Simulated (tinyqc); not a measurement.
Inside a calculation. Method: RKS/LDA (VWN5) in the sto-3g basis, for BeH+, spin multiplicity 1. Computed by tinyqc, a small Python program that keeps every step (integrals from PySCF). Settings: charge = 1, multiplicity = 1, basis = sto-3g, energy threshold = 1e-10, iteration cap = 67, orthogonalisation = canonical, start = core, DIIS depth = 6, damping = 0.3, method = RKS, functional = lda,vwn, grid = [10, 14]. Command: `OMP_NUM_THREADS=1 python tinyqc.py 26068 26069 out.jsonl` (the two numbers bound the seeds that draw the settings). One thread of a shared host (Intel(R) Xeon(R) Processor @ 2.60GHz), about 0.5 s of CPU time with the checks. Later iterations appear only in the table of the cycle.

## One-electron integrals

Geometry (angstrom):
```
atom,x,y,z
Be,0.00000,0.00000,0.00000
H,0.00000,0.00000,1.63000
```

Basis sto-3g: exponents (1/bohr^2) and contraction coefficients of normalised primitives:
```
element,l (shell),exponent,coefficient
Be,s (1),30.16787,0.15433
Be,s (1),5.49512,0.53533
Be,s (1),1.48719,0.44463
Be,s (2),1.31483,-0.09997
Be,s (2),0.30554,0.39951
Be,s (2),0.09937,0.70012
Be,p (3),1.31483,0.15592
Be,p (3),0.30554,0.60768
Be,p (3),0.09937,0.39196
H,s (1),3.42525,0.15433
H,s (1),0.62391,0.53533
H,s (1),0.16886,0.44463
```

Overlap, kinetic and nuclear-attraction integrals over the contracted functions; the nuclear repulsion is the sum of Za Zb / Rab.

nuclear repulsion = 1.2985944 hartree

overlap S:
```
,1Be 1s,1Be 2s,1Be 2px,1Be 2py,1Be 2pz,2H 1s
1Be 1s,1.00000,0.25952,0.00000,0.00000,0.00000,0.03677
1Be 2s,0.25952,1.00000,0.00000,0.00000,0.00000,0.34897
1Be 2px,0.00000,0.00000,1.00000,0.00000,0.00000,0.00000
1Be 2py,0.00000,0.00000,0.00000,1.00000,0.00000,0.00000
1Be 2pz,0.00000,0.00000,0.00000,0.00000,1.00000,0.43378
2H 1s,0.03677,0.34897,0.00000,0.00000,0.43378,1.00000
```

kinetic energy T (hartree):
```
,1Be 1s,1Be 2s,1Be 2px,1Be 2py,1Be 2pz,2H 1s
1Be 1s,6.69397,-0.03301,0.00000,0.00000,0.00000,-0.01040
1Be 2s,-0.03301,0.21111,0.00000,0.00000,0.00000,0.03218
1Be 2px,0.00000,0.00000,0.66059,0.00000,0.00000,0.00000
1Be 2py,0.00000,0.00000,0.00000,0.66059,0.00000,0.00000
1Be 2pz,0.00000,0.00000,0.00000,0.00000,0.66059,0.10929
2H 1s,-0.01040,0.03218,0.00000,0.00000,0.10929,0.76003
```

nuclear attraction V (hartree):
```
,1Be 1s,1Be 2s,1Be 2px,1Be 2py,1Be 2pz,2H 1s
1Be 1s,-14.88574,-1.98350,0.00000,0.00000,-0.01216,-0.28054
1Be 2s,-1.98350,-2.62878,0.00000,0.00000,-0.11570,-0.85944
1Be 2px,0.00000,0.00000,-2.58184,0.00000,0.00000,0.00000
1Be 2py,0.00000,0.00000,0.00000,-2.58184,0.00000,0.00000
1Be 2pz,-0.01216,-0.11570,0.00000,0.00000,-2.66695,-1.04674
2H 1s,-0.28054,-0.85944,0.00000,0.00000,-1.04674,-2.52224
```

core Hamiltonian H = T + V (hartree):
```
,1Be 1s,1Be 2s,1Be 2px,1Be 2py,1Be 2pz,2H 1s
1Be 1s,-8.19177,-2.01651,0.00000,0.00000,-0.01216,-0.29094
1Be 2s,-2.01651,-2.41767,0.00000,0.00000,-0.11570,-0.82726
1Be 2px,0.00000,0.00000,-1.92125,0.00000,0.00000,0.00000
1Be 2py,0.00000,0.00000,0.00000,-1.92125,0.00000,0.00000
1Be 2pz,-0.01216,-0.11570,0.00000,0.00000,-2.00635,-0.93745
2H 1s,-0.29094,-0.82726,0.00000,0.00000,-0.93745,-1.76221
```

## Two-electron integrals

Functions are numbered as in S; the eight-fold symmetry (ij|kl) = (ji|kl) = (kl|ij) leaves the list below.

Two-electron integrals (ij|kl) in chemists' order, unique and non-zero (hartree):
```
i,j,k,l,(ij|kl)
1,1,1,1,2.29883
2,1,1,1,0.39204
2,1,2,1,0.07954
2,2,1,1,0.57099
2,2,2,1,0.14304
2,2,2,2,0.41768
3,1,3,1,0.01461
3,2,3,1,0.02189
3,2,3,2,0.09226
3,3,1,1,0.56958
3,3,2,1,0.14308
3,3,2,2,0.41759
3,3,3,3,0.44986
4,1,4,1,0.01461
4,2,4,1,0.02189
4,2,4,2,0.09226
4,3,4,3,0.02425
4,4,1,1,0.56958
4,4,2,1,0.14308
4,4,2,2,0.41759
4,4,3,3,0.40136
4,4,4,4,0.44986
5,1,5,1,0.01461
5,2,5,1,0.02189
5,2,5,2,0.09226
5,3,5,3,0.02425
5,4,5,4,0.02425
5,5,1,1,0.56958
5,5,2,1,0.14308
5,5,2,2,0.41759
5,5,3,3,0.40136
5,5,4,4,0.40136
5,5,5,5,0.44986
6,1,1,1,0.05482
6,1,2,1,0.01112
6,1,2,2,0.02017
6,1,3,3,0.02003
6,1,4,4,0.02003
6,1,5,1,0.00098
6,1,5,2,0.00185
6,1,5,5,0.02045
6,1,6,1,0.00163
6,2,1,1,0.15326
6,2,2,1,0.03906
6,2,2,2,0.12704
6,2,3,3,0.12199
6,2,4,4,0.12199
6,2,5,1,0.00506
6,2,5,2,0.03299
6,2,5,5,0.13702
6,2,6,1,0.00604
6,2,6,2,0.06133
6,3,3,1,0.00331
6,3,3,2,0.01613
6,3,5,3,0.00548
6,3,6,3,0.00510
6,4,4,1,0.00331
6,4,4,2,0.01613
6,4,5,4,0.00548
6,4,6,4,0.00510
6,5,1,1,0.17239
6,5,2,1,0.04442
6,5,2,2,0.15117
6,5,3,3,0.14228
6,5,4,4,0.14228
6,5,5,1,0.00811
6,5,5,2,0.05091
6,5,5,5,0.16880
6,5,6,1,0.00712
6,5,6,2,0.08237
6,5,6,5,0.11335
6,6,1,1,0.32375
6,6,2,1,0.08389
6,6,2,2,0.30698
6,6,3,3,0.28539
6,6,4,4,0.28539
6,6,5,1,0.01178
6,6,5,2,0.10205
6,6,5,5,0.34985
6,6,6,1,0.01318
6,6,6,2,0.19435
6,6,6,5,0.27529
6,6,6,6,0.77461
```

## Orthogonalisation

S = U s U^T; canonical form X = U s^(-1/2), so that X^T S X = 1. Each column of U has its largest component positive (the first on a tie).

eigenvalues of S: 0.42690  0.79595  1.00000  1.00000  1.18213  1.59502

X:
```
,1,2,3,4,5,6
1Be 1s,0.27616,0.77717,0.00000,0.00000,0.59508,0.20661
1Be 2s,-0.75685,-0.57698,0.00000,0.00000,0.44726,0.39907
1Be 2px,0.00000,0.00000,-0.16110,0.98694,0.00000,0.00000
1Be 2py,0.00000,0.00000,0.98694,0.16110,0.00000,0.00000
1Be 2pz,-0.78536,0.51146,0.00000,0.00000,-0.49805,0.38405
2H 1s,1.03759,-0.24059,0.00000,0.00000,-0.20911,0.52680
```

Within a degenerate level the vectors are fixed only up to a rotation; this is one choice.

## Starting guess

The start is the orbitals of the core Hamiltonian; D = 2 C_occ C_occ^T.

D at the start:
```
,1Be 1s,1Be 2s,1Be 2px,1Be 2py,1Be 2pz,2H 1s
1Be 1s,2.09493,-0.34626,0.00000,0.00000,-0.23415,-0.00966
1Be 2s,-0.34626,1.24039,0.00000,0.00000,0.94929,0.08251
1Be 2px,0.00000,0.00000,0.00000,0.00000,0.00000,0.00000
1Be 2py,0.00000,0.00000,0.00000,0.00000,0.00000,0.00000
1Be 2pz,-0.23415,0.94929,0.00000,0.00000,0.72699,0.06335
2H 1s,-0.00966,0.08251,0.00000,0.00000,0.06335,0.00558
```

## Iteration 1: exchange-correlation on the grid

Becke grid with 10 radial and 14 angular points per atom, points of zero weight dropped. rho = sum D_ij phi_i phi_j; V_xc,ij = sum w v_xc phi_i phi_j; v_xc is d(rho eps)/d rho.

The 12 grid points with the largest w rho, of 275 (bohr, atomic units):
```
x,y,z,w,rho,eps_xc,v_xc
0.00000,0.00000,1.85219,1.78440,0.07611,-0.36439,-0.47600
1.06936,1.06936,1.06936,3.17568,0.04103,-0.30172,-0.39362
-1.06936,1.06936,1.06936,3.17568,0.04103,-0.30172,-0.39362
1.06936,-1.06936,1.06936,3.17568,0.04103,-0.30172,-0.39362
-1.06936,-1.06936,1.06936,3.17568,0.04103,-0.30172,-0.39362
0.00000,0.00000,1.03171,0.58648,0.14240,-0.44172,-0.57785
-0.29213,0.29213,-0.29213,0.09737,0.80671,-0.75734,-0.99478
0.29213,0.29213,-0.29213,0.09737,0.80671,-0.75734,-0.99478
0.29213,-0.29213,-0.29213,0.09737,0.80671,-0.75734,-0.99478
-0.29213,-0.29213,-0.29213,0.09737,0.80671,-0.75734,-0.99478
-0.29213,0.29213,0.29213,0.09737,0.79629,-0.75426,-0.99071
0.29213,0.29213,0.29213,0.09737,0.79629,-0.75426,-0.99071
```

electrons on the grid, sum of w rho = 4.07249

E_xc = sum of w rho eps_xc = -2.7495158 hartree

V_xc (hartree):
```
,1Be 1s,1Be 2s,1Be 2px,1Be 2py,1Be 2pz,2H 1s
1Be 1s,-1.43918,-0.21007,0.00000,0.00000,-0.01154,-0.03077
1Be 2s,-0.21007,-0.26950,0.00000,0.00000,-0.09502,-0.10913
1Be 2px,0.00000,0.00000,-0.26307,0.00000,0.00000,0.00000
1Be 2py,0.00000,0.00000,0.00000,-0.26307,0.00000,0.00000
1Be 2pz,-0.01154,-0.09502,0.00000,0.00000,-0.27560,-0.13774
2H 1s,-0.03077,-0.10913,0.00000,0.00000,-0.13774,-0.27069
```

## Iteration 1: building the Kohn-Sham matrix

J_ij = sum D_kl (ij|kl); F = H + J + V_xc; E = tr D H + tr D J / 2 + E_xc + E_nn.

Coulomb J (hartree):
```
,1Be 1s,1Be 2s,1Be 2px,1Be 2py,1Be 2pz,2H 1s
1Be 1s,5.71460,1.05998,0.00000,0.00000,0.03663,0.15204
1Be 2s,1.05998,1.96023,0.00000,0.00000,0.17735,0.63299
1Be 2px,0.00000,0.00000,1.94326,0.00000,0.00000,0.00000
1Be 2py,0.00000,0.00000,0.00000,1.94326,0.00000,0.00000
1Be 2pz,0.03663,0.17735,0.00000,0.00000,1.98471,0.76282
2H 1s,0.15204,0.63299,0.00000,0.00000,0.76282,1.51448
```

Kohn-Sham matrix F (hartree):
```
,1Be 1s,1Be 2s,1Be 2px,1Be 2py,1Be 2pz,2H 1s
1Be 1s,-3.91635,-1.16660,0.00000,0.00000,0.01292,-0.16968
1Be 2s,-1.16660,-0.72693,0.00000,0.00000,-0.03337,-0.30340
1Be 2px,0.00000,0.00000,-0.24105,0.00000,0.00000,0.00000
1Be 2py,0.00000,0.00000,0.00000,-0.24105,0.00000,0.00000
1Be 2pz,0.01292,-0.03337,0.00000,0.00000,-0.29725,-0.31237
2H 1s,-0.16968,-0.30340,0.00000,0.00000,-0.31237,-0.51841
```

total energy of this density = -14.3274755 hartree

This density is the starting one.

## Iteration 1: diagonalisation and new density

Diagonalise F' = X^T F X, C = X C', fill 2 alpha and 2 beta electrons from the bottom; D = 2 C_occ C_occ^T; the new density keeps 0.3 of the old one (damping). Each column has its largest component positive (the first on a tie).

F' = X^T F X (hartree):
```
,1,2,3,4,5,6
1,-0.12576,-0.26930,0.00000,0.00000,-0.20231,-0.18527
2,-0.26930,-1.58292,0.00000,0.00000,-1.55334,-0.66608
3,0.00000,0.00000,-0.24105,0.00000,0.00000,0.00000
4,0.00000,0.00000,0.00000,-0.24105,0.00000,0.00000
5,-0.20231,-1.55334,0.00000,0.00000,-2.20851,-0.86459
6,-0.18527,-0.66608,0.00000,0.00000,-0.86459,-0.96211
```

orbital energies (hartree): MO1 -3.92343, MO2 -0.56425, MO3 -0.33712, MO4 -0.24105, MO5 -0.24105, MO6 -0.05450

coefficients C:
```
,MO1,MO2,MO3,MO4,MO5,MO6
1Be 1s,0.98673,-0.13890,-0.26482,0.00000,0.00000,-0.11830
1Be 2s,0.04839,0.35485,0.91832,0.00000,0.00000,0.54172
1Be 2px,0.00000,0.00000,0.00000,0.86373,-0.50396,0.00000
1Be 2py,0.00000,0.00000,0.00000,0.50396,0.86373,0.00000
1Be 2pz,-0.00011,0.23229,-0.43771,0.00000,0.00000,1.01409
2H 1s,-0.00774,0.71571,-0.31007,0.00000,0.00000,-0.92047
```

D after iteration 1:
```
,1Be 1s,1Be 2s,1Be 2px,1Be 2py,1Be 2pz,2H 1s
1Be 1s,2.01858,-0.10603,0.00000,0.00000,-0.11556,-0.15276
1Be 2s,-0.10603,0.55168,0.00000,0.00000,0.40018,0.37978
1Be 2px,0.00000,0.00000,0.00000,0.00000,0.00000,0.00000
1Be 2py,0.00000,0.00000,0.00000,0.00000,0.00000,0.00000
1Be 2pz,-0.11556,0.40018,0.00000,0.00000,0.29364,0.25176
2H 1s,-0.15276,0.37978,0.00000,0.00000,0.25176,0.71889
```

Within a degenerate level the vectors are fixed only up to a rotation; this is one choice.

## Iteration 2: exchange-correlation on the grid

As before.

The 12 grid points with the largest w rho, of 275 (bohr, atomic units):
```
x,y,z,w,rho,eps_xc,v_xc
0.00000,0.00000,1.85219,1.78440,0.07838,-0.36767,-0.48033
0.29213,-0.29213,-0.29213,0.09737,0.79517,-0.75392,-0.99027
-0.29213,0.29213,-0.29213,0.09737,0.79517,-0.75392,-0.99027
0.29213,0.29213,-0.29213,0.09737,0.79517,-0.75392,-0.99027
-0.29213,-0.29213,-0.29213,0.09737,0.79517,-0.75392,-0.99027
-0.29213,0.29213,0.29213,0.09737,0.78663,-0.75138,-0.98690
0.29213,-0.29213,0.29213,0.09737,0.78663,-0.75138,-0.98690
-0.29213,-0.29213,0.29213,0.09737,0.78663,-0.75138,-0.98690
0.29213,0.29213,0.29213,0.09737,0.78663,-0.75138,-0.98690
1.06936,1.06936,1.06936,3.17568,0.02222,-0.25044,-0.32633
-1.06936,1.06936,1.06936,3.17568,0.02222,-0.25044,-0.32633
1.06936,-1.06936,1.06936,3.17568,0.02222,-0.25044,-0.32633
```

electrons on the grid, sum of w rho = 4.04200

E_xc = sum of w rho eps_xc = -2.7243205 hartree

V_xc (hartree):
```
,1Be 1s,1Be 2s,1Be 2px,1Be 2py,1Be 2pz,2H 1s
1Be 1s,-1.42727,-0.20508,0.00000,0.00000,-0.00740,-0.02969
1Be 2s,-0.20508,-0.24296,0.00000,0.00000,-0.08640,-0.12131
1Be 2px,0.00000,0.00000,-0.23186,0.00000,0.00000,0.00000
1Be 2py,0.00000,0.00000,0.00000,-0.23186,0.00000,0.00000
1Be 2pz,-0.00740,-0.08640,0.00000,0.00000,-0.25881,-0.16306
2H 1s,-0.02969,-0.12131,0.00000,0.00000,-0.16306,-0.41982
```

## Iteration 2: building the Kohn-Sham matrix

As before.

Coulomb J (hartree):
```
,1Be 1s,1Be 2s,1Be 2px,1Be 2py,1Be 2pz,2H 1s
1Be 1s,5.45869,1.00437,0.00000,0.00000,0.03024,0.14385
1Be 2s,1.00437,1.86243,0.00000,0.00000,0.19227,0.66256
1Be 2px,0.00000,0.00000,1.83097,0.00000,0.00000,0.00000
1Be 2py,0.00000,0.00000,0.00000,1.83097,0.00000,0.00000
1Be 2pz,0.03024,0.19227,0.00000,0.00000,1.91619,0.82577
2H 1s,0.14385,0.66256,0.00000,0.00000,0.82577,1.82581
```

Kohn-Sham matrix F (hartree):
```
,1Be 1s,1Be 2s,1Be 2px,1Be 2py,1Be 2pz,2H 1s
1Be 1s,-4.16035,-1.21723,0.00000,0.00000,0.01068,-0.17678
1Be 2s,-1.21723,-0.79820,0.00000,0.00000,-0.00983,-0.28602
1Be 2px,0.00000,0.00000,-0.32214,0.00000,0.00000,0.00000
1Be 2py,0.00000,0.00000,0.00000,-0.32214,0.00000,0.00000
1Be 2pz,0.01068,-0.00983,0.00000,0.00000,-0.34897,-0.27474
2H 1s,-0.17678,-0.28602,0.00000,0.00000,-0.27474,-0.35622
```

total energy of this density = -14.4596200 hartree

This density is a damped mixture and is not idempotent.

## Iteration 2: DIIS over 2 matrices

error matrix X^T (FDS - SDF) X:
```
,1,2,3,4,5,6
1,0.00000,-0.00816,0.00000,0.00000,-0.01711,0.06748
2,0.00816,0.00000,0.00000,0.00000,0.04241,0.03650
3,0.00000,0.00000,0.00000,0.00000,0.00000,0.00000
4,0.00000,0.00000,0.00000,0.00000,0.00000,0.00000
5,0.01711,-0.04241,0.00000,0.00000,0.00000,-0.07110
6,-0.06748,-0.03650,0.00000,0.00000,0.07110,0.00000
```

B (overlaps of the stored error matrices):
```
,1,2
1,5.9861665e-01,-9.1256061e-03
2,-9.1256061e-03,2.6198532e-02
```

Minimise |sum c_i e_i|^2 with sum c_i = 1: solve [B -1; -1 0][c; lambda] = [0; -1] with B_ij = tr e_i^T e_j, and take F = sum c_i F_i.

DIIS coefficients: 0.05493  0.94507

extrapolated F (hartree):
```
,1Be 1s,1Be 2s,1Be 2px,1Be 2py,1Be 2pz,2H 1s
1Be 1s,-4.14694,-1.21444,0.00000,0.00000,0.01080,-0.17639
1Be 2s,-1.21444,-0.79428,0.00000,0.00000,-0.01112,-0.28697
1Be 2px,0.00000,0.00000,-0.31768,0.00000,0.00000,0.00000
1Be 2py,0.00000,0.00000,0.00000,-0.31768,0.00000,0.00000
1Be 2pz,0.01080,-0.01112,0.00000,0.00000,-0.34613,-0.27681
2H 1s,-0.17639,-0.28697,0.00000,0.00000,-0.27681,-0.36513
```

## Iteration 2: diagonalisation and new density

As before.

F' = X^T F X (hartree):
```
,1,2,3,4,5,6
1,-0.08731,-0.31482,0.00000,0.00000,-0.25836,-0.09337
2,-0.31482,-1.72211,0.00000,0.00000,-1.60827,-0.72969
3,0.00000,0.00000,-0.31768,0.00000,0.00000,0.00000
4,0.00000,0.00000,0.00000,-0.31768,0.00000,0.00000
5,-0.25836,-1.60827,0.00000,0.00000,-2.33718,-0.94065
6,-0.09337,-0.72969,0.00000,0.00000,-0.94065,-0.92892
```

orbital energies (hartree): MO1 -4.15268, MO2 -0.50853, MO3 -0.38913, MO4 -0.31768, MO5 -0.31768, MO6 -0.02519

coefficients C:
```
,MO1,MO2,MO3,MO4,MO5,MO6
1Be 1s,0.98841,-0.24143,0.16806,0.00000,0.00000,0.11645
1Be 2s,0.04265,0.75643,-0.61170,0.00000,0.00000,-0.56288
1Be 2px,0.00000,0.00000,0.00000,0.33488,0.94226,0.00000
1Be 2py,0.00000,0.00000,0.00000,0.94226,-0.33488,0.00000
1Be 2pz,0.00010,0.20357,0.68207,0.00000,0.00000,-0.87594
2H 1s,-0.00694,0.39199,0.35138,0.00000,0.00000,1.08561
```

D after iteration 2:
```
,1Be 1s,1Be 2s,1Be 2px,1Be 2py,1Be 2pz,2H 1s
1Be 1s,2.05493,-0.22847,0.00000,0.00000,-0.10334,-0.18793
1Be 2s,-0.22847,0.96912,0.00000,0.00000,0.33564,0.52864
1Be 2px,0.00000,0.00000,0.00000,0.00000,0.00000,0.00000
1Be 2py,0.00000,0.00000,0.00000,0.00000,0.00000,0.00000
1Be 2pz,-0.10334,0.33564,0.00000,0.00000,0.14611,0.18724
2H 1s,-0.18793,0.52864,0.00000,0.00000,0.18724,0.43085
```

Within a degenerate level the vectors are fixed only up to a rotation; this is one choice.

## Iteration 20 (converged): orbitals

converged F (hartree):
```
,1Be 1s,1Be 2s,1Be 2px,1Be 2py,1Be 2pz,2H 1s
1Be 1s,-4.12474,-1.21055,0.00000,0.00000,0.00780,-0.17611
1Be 2s,-1.21055,-0.80545,0.00000,0.00000,-0.01601,-0.30054
1Be 2px,0.00000,0.00000,-0.32573,0.00000,0.00000,0.00000
1Be 2py,0.00000,0.00000,0.00000,-0.32573,0.00000,0.00000
1Be 2pz,0.00780,-0.01601,0.00000,0.00000,-0.36249,-0.29811
2H 1s,-0.17611,-0.30054,0.00000,0.00000,-0.29811,-0.43235
```

Diagonalise F' = X^T F X, C = X C', fill 2 alpha and 2 beta electrons from the bottom; D = 2 C_occ C_occ^T. Each column has its largest component positive (the first on a tie).

F' = X^T F X (hartree):
```
,1,2,3,4,5,6
1,-0.12443,-0.30287,0.00000,0.00000,-0.24310,-0.11738
2,-0.30287,-1.72221,0.00000,0.00000,-1.59713,-0.71688
3,0.00000,0.00000,-0.32573,0.00000,0.00000,0.00000
4,0.00000,0.00000,0.00000,-0.32573,0.00000,0.00000
5,-0.24310,-1.59713,0.00000,0.00000,-2.33449,-0.92303
6,-0.11738,-0.71688,0.00000,0.00000,-0.92303,-0.96641
```

orbital energies (hartree): MO1 -4.13068, MO2 -0.54189, MO3 -0.40921, MO4 -0.32573, MO5 -0.32573, MO6 -0.06576

coefficients C:
```
,MO1,MO2,MO3,MO4,MO5,MO6
1Be 1s,0.98812,-0.21337,-0.20182,0.00000,0.00000,0.12011
1Be 2s,0.04374,0.64483,0.72526,0.00000,0.00000,-0.56684
1Be 2px,0.00000,0.00000,0.00000,0.45852,0.88869,0.00000
1Be 2py,0.00000,0.00000,0.00000,0.88869,-0.45852,0.00000
1Be 2pz,0.00110,0.23874,-0.61252,0.00000,0.00000,-0.91746
2H 1s,-0.00747,0.48918,-0.34666,0.00000,0.00000,1.04699
```

D after iteration 20:
```
,1Be 1s,1Be 2s,1Be 2px,1Be 2py,1Be 2pz,2H 1s
1Be 1s,2.04379,-0.18872,0.00000,0.00000,-0.09970,-0.22350
1Be 2s,-0.18872,0.83543,0.00000,0.00000,0.30798,0.63022
1Be 2px,0.00000,0.00000,0.00000,0.00000,0.00000,0.00000
1Be 2py,0.00000,0.00000,0.00000,0.00000,0.00000,0.00000
1Be 2pz,-0.09970,0.30798,0.00000,0.00000,0.11399,0.23355
2H 1s,-0.22350,0.63022,0.00000,0.00000,0.23355,0.47870
```

Within a degenerate level the vectors are fixed only up to a rotation; this is one choice.

## Convergence

Stop when the energy changes by less than 1e-10 hartree and every element of the error matrix X^T (F D S - S D F) X is below 3e-06.

Course of the cycle:
```
iteration,E (hartree),change,largest element of the error matrix
1,-14.3274755,-,3.82e-01
2,-14.4596200,-1.32e-01,7.11e-02
3,-14.5127559,-5.31e-02,5.19e-02
4,-14.5333210,-2.06e-02,1.59e-02
5,-14.5390686,-5.75e-03,6.02e-03
6,-14.5407836,-1.71e-03,2.04e-03
7,-14.5412950,-5.11e-04,6.39e-04
8,-14.5414480,-1.53e-04,1.91e-04
9,-14.5414938,-4.58e-05,5.74e-05
10,-14.5415076,-1.37e-05,1.73e-05
11,-14.5415117,-4.12e-06,5.17e-06
12,-14.5415129,-1.24e-06,1.55e-06
13,-14.5415133,-3.71e-07,4.66e-07
14,-14.5415134,-1.11e-07,1.40e-07
15,-14.5415134,-3.34e-08,4.19e-08
16,-14.5415134,-1.00e-08,1.26e-08
17,-14.5415134,-3.01e-09,3.77e-09
18,-14.5415134,-9.02e-10,1.13e-09
19,-14.5415134,-2.71e-10,3.39e-10
20,-14.5415134,-8.12e-11,1.02e-10
```

PySCF RKS in the same basis, fine grid = -14.5070392 hartree

Converged in 20 iterations. The coarse grid moves the energy by -3.45e-02 hartree.

## Populations, bond orders and dipole

Mulliken: Z minus the diagonal of D S on the atom; Loewdin: the same with S^(1/2) D S^(1/2); Mayer order: 2 sum_s sum (D(s) S)_ij (D(s) S)_ji over the two atoms.

Charges (e):
```
atom,Mulliken,Loewdin
1Be,0.79171,0.81571
2H,0.20829,0.18429
```

Mayer bond orders:
```
pair,order
2-1,0.95662
```

dipole moment about the origin, x y z (debye): 0.00000  0.00000  -1.41497
